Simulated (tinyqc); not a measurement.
Inside a calculation. Method: CID on RHF in the 6-311g basis, for H2, spin multiplicity 1. Computed by tinyqc, a small Python program that keeps every step (integrals from PySCF). Settings: charge = 0, multiplicity = 1, basis = 6-311g, method = RHF, energy threshold = 1e-10, iteration cap = 56, orthogonalisation = canonical, start = core, DIIS depth = 6, ci = CID. Command: `OMP_NUM_THREADS=1 python tinyqc.py 28943 28944 out.jsonl` (the two numbers bound the seeds that draw the settings). One thread of a shared host (Intel(R) Xeon(R) Processor @ 2.60GHz), about 0.07 s of CPU time with the checks. The early iterations of the SCF are left out here.

## One-electron integrals

Geometry (angstrom):
```
atom        x        y        z
H     0.00000  0.00000  0.00000
H     0.00000  0.00000  0.91700
```

Basis 6-311g: exponents (1/bohr^2) and contraction coefficients of normalised primitives:
```
element  l (shell)  exponent  coefficient
H            s (1)  33.86500      0.02549
H            s (1)   5.09479      0.19037
H            s (1)   1.15879      0.85216
H            s (2)   0.32584      1.00000
H            s (3)   0.10274      1.00000
```

Overlap, kinetic and nuclear-attraction integrals over the contracted functions; the nuclear repulsion is the sum of Za Zb / Rab.

nuclear repulsion = 0.5770744 hartree

overlap S, lower triangle:
```
         1H 1s    1H 2s    1H 3s    2H 1s    2H 2s    2H 3s
1H 1s  1.00000
1H 2s  0.70638  1.00000
1H 3s  0.37366  0.78896  1.00000
2H 1s  0.14087  0.32474  0.28104  1.00000
2H 2s  0.32474  0.61310  0.62401  0.70638  1.00000
2H 3s  0.28104  0.62401  0.85705  0.37366  0.78896  1.00000
```

kinetic energy T (hartree), lower triangle:
```
          1H 1s    1H 2s    1H 3s    2H 1s    2H 2s    2H 3s
1H 1s   2.30435
1H 2s   0.54912  0.48876
1H 3s   0.10635  0.18488  0.15411
2H 1s  -0.07021  0.12112  0.06478  2.30435
2H 2s   0.12112  0.20192  0.12336  0.54912  0.48876
2H 3s   0.06478  0.12336  0.11850  0.10635  0.18488  0.15411
```

nuclear attraction V (hartree), lower triangle:
```
          1H 1s     1H 2s     1H 3s     2H 1s     2H 2s     2H 3s
1H 1s  -2.68809
1H 2s  -1.46731  -1.46034
1H 3s  -0.72945  -0.98864  -0.93471
2H 1s  -0.31776  -0.68553  -0.55777  -2.68809
2H 2s  -0.68553  -0.95870  -0.81807  -1.46731  -1.46034
2H 3s  -0.55777  -0.81807  -0.83368  -0.72945  -0.98864  -0.93471
```

core Hamiltonian H = T + V (hartree), lower triangle:
```
          1H 1s     1H 2s     1H 3s     2H 1s     2H 2s     2H 3s
1H 1s  -0.38374
1H 2s  -0.91819  -0.97158
1H 3s  -0.62310  -0.80376  -0.78060
2H 1s  -0.38797  -0.56441  -0.49298  -0.38374
2H 2s  -0.56441  -0.75677  -0.69471  -0.91819  -0.97158
2H 3s  -0.49298  -0.69471  -0.71519  -0.62310  -0.80376  -0.78060
```

## Two-electron integrals

Functions are numbered as in S; the eight-fold symmetry (ij|kl) = (ji|kl) = (kl|ij) leaves the list below.

Two-electron integrals (ij|kl) in chemists' order, unique and non-zero (hartree):
```
(11|11) 1.39303   (21|11) 0.82297   (21|21) 0.50970   (22|11) 0.82290
(22|21) 0.54303   (22|22) 0.64411   (31|11) 0.41126   (31|21) 0.25776
(31|22) 0.27987   (31|31) 0.13079   (32|11) 0.54368   (32|21) 0.36577
(32|22) 0.45267   (32|31) 0.18980   (32|32) 0.32514   (33|11) 0.49402
(33|21) 0.34012   (33|22) 0.44599   (33|31) 0.17804   (33|32) 0.33178
(33|33) 0.36168   (41|11) 0.13773   (41|21) 0.08894   (41|22) 0.10074
(41|31) 0.04549   (41|32) 0.06924   (41|33) 0.06598   (41|41) 0.02427
(42|11) 0.22367   (42|21) 0.15253   (42|22) 0.19184   (42|31) 0.07944
(42|32) 0.13796   (42|33) 0.13998   (42|41) 0.04640   (42|42) 0.10641
(43|11) 0.16983   (43|21) 0.11720   (43|22) 0.15202   (43|31) 0.06133
(43|32) 0.11122   (43|33) 0.11600   (43|41) 0.03594   (43|42) 0.08752
(43|43) 0.07388   (44|11) 0.57424   (44|21) 0.40159   (44|22) 0.53408
(44|31) 0.21112   (44|32) 0.39394   (44|33) 0.41356   (44|41) 0.13773
(44|42) 0.36060   (44|43) 0.30746   (44|44) 1.39303   (51|11) 0.36060
(51|21) 0.22565   (51|22) 0.24433   (51|31) 0.11445   (51|32) 0.16551
(51|33) 0.15502   (51|41) 0.04640   (51|42) 0.08229   (51|43) 0.06333
(51|44) 0.22367   (51|51) 0.10641   (52|11) 0.44453   (52|21) 0.29787
(52|22) 0.36493   (52|31) 0.15433   (52|32) 0.26057   (52|33) 0.26311
(52|41) 0.06961   (52|42) 0.14659   (52|43) 0.11937   (52|44) 0.44453
(52|51) 0.14659   (52|52) 0.24211   (53|11) 0.35269   (53|21) 0.24133
(53|22) 0.31097   (53|31) 0.12601   (53|32) 0.22854   (53|33) 0.24277
(53|41) 0.05830   (53|42) 0.13268   (53|43) 0.11189   (53|44) 0.42094
(53|51) 0.12009   (53|52) 0.21572   (53|53) 0.20339   (54|11) 0.40159
(54|21) 0.27930   (54|22) 0.36865   (54|31) 0.14657   (54|32) 0.27197
(54|33) 0.28708   (54|41) 0.08894   (54|42) 0.22565   (54|43) 0.19293
(54|44) 0.82297   (54|51) 0.15253   (54|52) 0.29787   (54|53) 0.28375
(54|54) 0.50970   (55|11) 0.53408   (55|21) 0.36865   (55|22) 0.48368
(55|31) 0.19308   (55|32) 0.35844   (55|33) 0.38506   (55|41) 0.10074
(55|42) 0.24433   (55|43) 0.20990   (55|44) 0.82290   (55|51) 0.19184
(55|52) 0.36493   (55|53) 0.35277   (55|54) 0.54303   (55|55) 0.64411
(61|11) 0.30746   (61|21) 0.19293   (61|22) 0.20990   (61|31) 0.09794
(61|32) 0.14245   (61|33) 0.13375   (61|41) 0.03594   (61|42) 0.06333
(61|43) 0.04889   (61|44) 0.16983   (61|51) 0.08752   (61|52) 0.11937
(61|53) 0.09774   (61|54) 0.11720   (61|55) 0.15202   (61|61) 0.07388
(62|11) 0.42094   (62|21) 0.28375   (62|22) 0.35277   (62|31) 0.14735
(62|32) 0.25402   (62|33) 0.26033   (62|41) 0.05830   (62|42) 0.12009
(62|43) 0.09774   (62|44) 0.35269   (62|51) 0.13268   (62|52) 0.21572
(62|53) 0.19216   (62|54) 0.24133   (62|55) 0.31097   (62|61) 0.11189
(62|62) 0.20339   (63|11) 0.40393   (63|21) 0.27873   (63|22) 0.36781
(63|31) 0.14604   (63|32) 0.27477   (63|33) 0.30219   (63|41) 0.05922
(63|42) 0.13179   (63|43) 0.11117   (63|44) 0.40393   (63|51) 0.13179
(63|52) 0.23435   (63|53) 0.22280   (63|54) 0.27873   (63|55) 0.36781
(63|61) 0.11117   (63|62) 0.22280   (63|63) 0.26567   (64|11) 0.21112
(64|21) 0.14657   (64|22) 0.19308   (64|31) 0.07688   (64|32) 0.14250
(64|33) 0.15076   (64|41) 0.04549   (64|42) 0.11445   (64|43) 0.09794
(64|44) 0.41126   (64|51) 0.07944   (64|52) 0.15433   (64|53) 0.14735
(64|54) 0.25776   (64|55) 0.27987   (64|61) 0.06133   (64|62) 0.12601
(64|63) 0.14604   (64|64) 0.13079   (65|11) 0.39394   (65|21) 0.27197
(65|22) 0.35844   (65|31) 0.14250   (65|32) 0.26703   (65|33) 0.29090
(65|41) 0.06924   (65|42) 0.16551   (65|43) 0.14245   (65|44) 0.54368
(65|51) 0.13796   (65|52) 0.26057   (65|53) 0.25402   (65|54) 0.36577
(65|55) 0.45267   (65|61) 0.11122   (65|62) 0.22854   (65|63) 0.27477
(65|64) 0.18980   (65|65) 0.32514   (66|11) 0.41356   (66|21) 0.28708
(66|22) 0.38506   (66|31) 0.15076   (66|32) 0.29090   (66|33) 0.32769
(66|41) 0.06598   (66|42) 0.15502   (66|43) 0.13375   (66|44) 0.49402
(66|51) 0.13998   (66|52) 0.26311   (66|53) 0.26033   (66|54) 0.34012
(66|55) 0.44599   (66|61) 0.11600   (66|62) 0.24277   (66|63) 0.30219
(66|64) 0.17804   (66|65) 0.33178   (66|66) 0.36168
```

## Orthogonalisation

S = U s U^T; canonical form X = U s^(-1/2), so that X^T S X = 1. Each column of U has its largest component positive (the first on a tie).

eigenvalues of S: 0.04300  0.13297  0.24672  0.77533  1.09927  3.70272

X:
```
              1         2         3         4         5        6
1H 1s   0.62218  -0.95431  -0.69803   0.61147   0.57476  0.15504
1H 2s  -1.98613   1.46513   0.91740   0.10674   0.33416  0.23571
1H 3s   2.70125  -0.83836   0.83531  -0.50951   0.11331  0.23545
2H 1s  -0.62218  -0.95431   0.69803   0.61147  -0.57476  0.15504
2H 2s   1.98613   1.46513  -0.91740   0.10674  -0.33416  0.23571
2H 3s  -2.70125  -0.83836  -0.83531  -0.50951  -0.11331  0.23545
```

## Starting guess

The start is the orbitals of the core Hamiltonian; D = 2 C_occ C_occ^T.

D at the start, lower triangle:
```
         1H 1s    1H 2s    1H 3s    2H 1s    2H 2s    2H 3s
1H 1s  0.09215
1H 2s  0.16354  0.29024
1H 3s  0.01355  0.02405  0.00199
2H 1s  0.09215  0.16354  0.01355  0.09215
2H 2s  0.16354  0.29024  0.02405  0.16354  0.29024
2H 3s  0.01355  0.02405  0.00199  0.01355  0.02405  0.00199
```

## Iteration 6 (converged): orbitals

converged F (hartree), lower triangle:
```
          1H 1s     1H 2s     1H 3s     2H 1s     2H 2s     2H 3s
1H 1s   0.65717
1H 2s  -0.37834  -0.31071
1H 3s  -0.43282  -0.36566  -0.26016
2H 1s  -0.40717  -0.43544  -0.39308   0.65717
2H 2s  -0.43544  -0.44473  -0.38637  -0.37834  -0.31071
2H 3s  -0.39308  -0.38637  -0.28302  -0.43282  -0.36566  -0.26016
```

Diagonalise F' = X^T F X, C = X C', fill 1 alpha and 1 beta electrons from the bottom; D = 2 C_occ C_occ^T. Each column has its largest component positive (the first on a tie).

F' = X^T F X (hartree), lower triangle:
```
          1         2         3         4        5         6
1   1.22093
2   0.00000   2.05166
3  -0.94369   0.00000   1.30462
4   0.00000  -0.98345   0.00000   0.86810
5   0.38976   0.00000  -0.74996   0.00000  0.77038
6   0.00000  -0.02071   0.00000  -0.08630  0.00000  -0.53866
```

orbital energies (hartree): MO1 -0.54731, MO2 0.13905, MO3 0.32057, MO4 0.58000, MO5 2.57687, MO6 2.60784

coefficients C:
```
           MO1       MO2       MO3       MO4       MO5       MO6
1H 1s  0.16919   0.09665  -0.04582  -0.09646  -1.08906  -1.13045
1H 2s  0.30553   0.04330  -0.78800  -1.44246   1.67792   1.22445
1H 3s  0.15341   1.73859   0.87570   1.95065  -1.08610  -0.47696
2H 1s  0.16919  -0.09665  -0.04582   0.09646   1.08906  -1.13045
2H 2s  0.30553  -0.04330  -0.78800   1.44246  -1.67792   1.22445
2H 3s  0.15341  -1.73859   0.87570  -1.95065   1.08610  -0.47696
```

D after iteration 6, lower triangle:
```
         1H 1s    1H 2s    1H 3s    2H 1s    2H 2s    2H 3s
1H 1s  0.05725
1H 2s  0.10339  0.18670
1H 3s  0.05191  0.09375  0.04707
2H 1s  0.05725  0.10339  0.05191  0.05725
2H 2s  0.10339  0.18670  0.09375  0.10339  0.18670
2H 3s  0.05191  0.09375  0.04707  0.05191  0.09375  0.04707
```

## Convergence

Stop when the energy changes by less than 1e-10 hartree and every element of the error matrix X^T (F D S - S D F) X is below 3e-06.

Course of the cycle:
```
iteration  E (hartree)     change  largest element of the error matrix
1           -1.0714744          -                             2.72e-01
2           -1.1090173  -3.75e-02                             5.25e-02
3           -1.1108905  -1.87e-03                             4.69e-03
4           -1.1109059  -1.54e-05                             1.60e-04
5           -1.1109060  -1.96e-08                             7.44e-07
6           -1.1109060  -2.82e-13                             3.68e-07
```

PySCF RHF in the same basis = -1.1109060 hartree

Converged in 6 iterations.

## Populations, bond orders and dipole

Mulliken: Z minus the diagonal of D S on the atom; Loewdin: the same with S^(1/2) D S^(1/2); Mayer order: 2 sum_s sum (D(s) S)_ij (D(s) S)_ji over the two atoms.

Charges (e):
```
atom  Mulliken  Loewdin
1H           0        0
2H           0        0
```

Mayer bond orders:
```
pair    order
2-1   1.00000
```

dipole moment about the origin, x y z (debye): 0.00000  0.00000  0.00000

## Integrals over molecular orbitals

(pq|rs) = sum C_ip C_jq C_kr C_ls (ij|kl), one index at a time.

one-electron integrals over orbitals h = C^T H C (hartree), lower triangle:
```
          1         2         3         4        5        6
1  -1.14067
2   0.00000  -0.52240
3   0.12455   0.00000  -0.34266
4   0.00000   0.20779   0.00000  -0.26325
5   0.00000   0.02763   0.00000  -0.20911  1.41142
6   0.07179   0.00000  -0.14912   0.00000  0.00000  1.46666
```

Two-electron integrals over orbitals (pq|rs), unique and non-zero (hartree):
```
(11|11) 0.59335    (21|21) 0.06358    (22|11) 0.36251    (22|22) 0.30969
(31|11) -0.12455   (31|22) -0.03411   (31|31) 0.05448    (32|21) 0.01755
(32|32) 0.03273    (33|11) 0.35886    (33|22) 0.27848    (33|31) -0.03838
(33|33) 0.28160    (41|21) -0.07169   (41|32) 0.00282    (41|41) 0.10037
(42|11) -0.13974   (42|22) -0.05484   (42|31) 0.04569    (42|33) -0.04995
(42|42) 0.06188    (43|21) 0.04351    (43|32) 0.01614    (43|41) -0.04805
(43|43) 0.03659    (44|11) 0.47181    (44|22) 0.33298    (44|31) -0.08169
(44|33) 0.30948    (44|42) -0.10325   (44|44) 0.41014    (51|21) -0.02889
(51|32) 0.01815    (51|41) 0.05833    (51|43) -0.02937   (51|51) 0.08110
(52|11) -0.02826   (52|22) 0.00800    (52|31) 0.02350    (52|33) -0.00403
(52|42) 0.00909    (52|44) -0.01644   (52|52) 0.02639    (53|21) 0.03275
(53|32) -0.00540   (53|41) -0.04961   (53|43) 0.02324    (53|51) -0.04414
(53|53) 0.03212    (54|11) 0.13372    (54|22) 0.03443    (54|31) -0.05931
(54|33) 0.04549    (54|42) -0.05035   (54|44) 0.09135    (54|52) -0.03922
(54|54) 0.08697    (55|11) 0.62328    (55|22) 0.37517    (55|31) -0.14585
(55|33) 0.36477    (55|42) -0.15731   (55|44) 0.50666    (55|52) -0.05931
(55|54) 0.19333    (55|55) 0.75403    (61|11) -0.07179   (61|22) -0.01556
(61|31) 0.04240    (61|33) -0.02041   (61|42) 0.03003    (61|44) -0.05591
(61|52) 0.03729    (61|54) -0.07137   (61|55) -0.14343   (61|61) 0.07523
(62|21) -0.00730   (62|32) 0.00542    (62|41) 0.01695    (62|43) -0.01185
(62|51) 0.03303    (62|53) -0.01453   (62|62) 0.01630    (63|11) 0.09576
(63|22) 0.03575    (63|31) -0.03666   (63|33) 0.03380    (63|42) -0.03675
(63|44) 0.06912    (63|52) -0.01761   (63|54) 0.04971    (63|55) 0.13178
(63|61) -0.04029   (63|63) 0.03372    (64|21) 0.02078    (64|32) -0.01865
(64|41) -0.04535   (64|43) 0.01862    (64|51) -0.06226   (64|53) 0.03460
(64|62) -0.02574   (64|64) 0.05262    (65|21) 0.10320    (65|32) -0.00169
(65|41) -0.14463   (65|43) 0.07825    (65|51) -0.12665   (65|53) 0.09011
(65|62) -0.04644   (65|64) 0.09870    (65|65) 0.27802    (66|11) 0.60821
(66|22) 0.36223    (66|31) -0.13632   (66|33) 0.36104    (66|42) -0.14927
(66|44) 0.48817    (66|52) -0.05387   (66|54) 0.17812    (66|55) 0.71287
(66|61) -0.12015   (66|63) 0.11984    (66|66) 0.68745
```

## CID: determinants and Hamiltonian

Hartree-Fock energy = -1.1109060 hartree

Slater-Condon rules over spin orbitals, with the nuclear repulsion added and E(HF) subtracted on the diagonal. Only determinants linked to the reference directly or through others are kept (one block of an abelian symmetry group), so some states are absent.

Occupation strings over the orbitals (2 doubly, a alpha, b beta, 0 empty; spin orbitals ordered 1a 1b 2a 2b ...): 200000 020000 0a0b00 0a00b0 002000 00a00b 0b0a00 000200 000ab0 0b00a0 000ba0 000020 00b00a 000002

H - E(HF) between determinants (hartree), lower triangle:
```
          200000    020000    0a0b00    0a00b0    002000    00a00b    0b0a00    000200
200000   0.00000
020000   0.06358   0.95288
0a0b00  -0.07169   0.15295   1.23532
0a00b0  -0.02889   0.03562  -0.17468   2.95218
002000   0.05448   0.03273   0.01614  -0.00540   1.28426
00a00b   0.04240   0.00542  -0.01865  -0.00169  -0.11533   3.17302
0b0a00   0.07169  -0.15295  -0.06188  -0.00909  -0.01614   0.01185   1.23532
000200   0.10037   0.06188   0.10454  -0.05035   0.03659   0.01862  -0.10454   1.57163
000ab0   0.05833   0.00909  -0.05035   0.05048   0.02324   0.07825  -0.01119  -0.11776
0b00a0   0.02889  -0.03562  -0.00909  -0.02639   0.00540   0.01453  -0.17468   0.05035
000ba0  -0.05833  -0.00909  -0.01119   0.03922  -0.02324  -0.03460  -0.05035   0.11776
000020   0.08110   0.02639  -0.03922  -0.03168   0.03212   0.09011   0.03922   0.08697
00b00a  -0.04240  -0.00542   0.01185   0.01453   0.11533  -0.03372  -0.01865  -0.01862
000002   0.07523   0.01630  -0.02574  -0.04644   0.03372  -0.02928   0.02574   0.05262

          000ab0    0b00a0    000ba0    000020   00b00a   000002
000ab0   3.34282
0b00a0   0.03922   2.95218
000ba0  -0.08697   0.05048   3.34282
000020  -0.01578   0.03168   0.01578   5.26485
00b00a  -0.03460  -0.00169   0.07825  -0.09011  3.17302
000002   0.09870   0.04644  -0.09870   0.27802  0.02928  5.30876
```

## CID: roots

Diagonalise (each vector has its largest component positive (the first on a tie)); all determinants have Ms = 0, so triplets appear too. The lowest singlet root is the correlation energy.

lowest roots of this matrix, relative to E(HF) (hartree): -0.02969  0.85099  1.15308  1.26501  1.30650  1.65046  2.91794  2.99445

lowest vectors:
```
          root 1    root 2   root 3    root 4
200000   0.98826   0.11114  0.00000   0.04890
020000  -0.07974   0.89361  0.00000  -0.01132
0a0b00   0.06863  -0.30145  0.70321  -0.10830
0a00b0   0.01273  -0.03762  0.07200  -0.00833
002000  -0.03970  -0.06243  0.00000   0.97984
00a00b  -0.01232  -0.01042  0.00156   0.05778
0b0a00  -0.06863   0.30145  0.70321   0.10830
000200  -0.06737  -0.00730  0.00000  -0.07797
000ab0  -0.01709  -0.00916  0.01748  -0.02072
0b00a0  -0.01273   0.03762  0.07200   0.00833
000ba0   0.01709   0.00916  0.01748   0.02072
000020  -0.01134  -0.01183  0.00000  -0.01163
00b00a   0.01232   0.01042  0.00156  -0.05778
000002  -0.01080  -0.00784  0.00000  -0.00694
```

<S^2> of these roots: 0.00000  0.00000  2.00000  0.00000  0.00000  0.00000  2.00000  0.00000

weight of the ground state by excitation level 0, 1, 2, ...: 0.97665  0.00000  0.02335
